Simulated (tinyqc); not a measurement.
Chemical-mechanical planarisation: Preston law, pattern density and step-height reduction: one step, computed by the program tinyqc. Command: `OMP_NUM_THREADS=1 python tinyqc.py 3031741 3031742 out.jsonl cmp walk`. One thread of a shared host (Intel(R) Xeon(R) Processor @ 2.30GHz), about 0.01 s of CPU time with the checks.

A row of 8 cells, repeated periodically, holds raised features that cover a share rho of each cell.

Question. Effective density. The stiff pad averages the density: rho_eff(i) = sum_j w_ij rho_j / sum_j w_ij, w = exp(-2 d^2/L^2), L the planarisation length and d the distance between cell centres, summed over all periodic images of cell j.

Inputs (values chosen for the exercise, close to those used for copper polishing): cell size = 1.6 mm; planarisation length = 4.8 mm.

local pattern densities, cell by cell: [0.25, 0.25, 0.4, 0.1, 0.6, 0.8, 0.1, 0.4]

Give: normalised weights (images included) for cells 0, 1, 2, ... apart; effective densities.

Answer.

normalised weights (images included) for cells 0, 1, 2, ... apart: [0.2660, 0.2130, 0.1094, 0.0370, 0.0152]

effective densities: [0.3021, 0.2977, 0.3199, 0.3735, 0.4338, 0.4444, 0.3942, 0.3344]

Local densities span 0.1 to 0.8, effective ones 0.298 to 0.444.
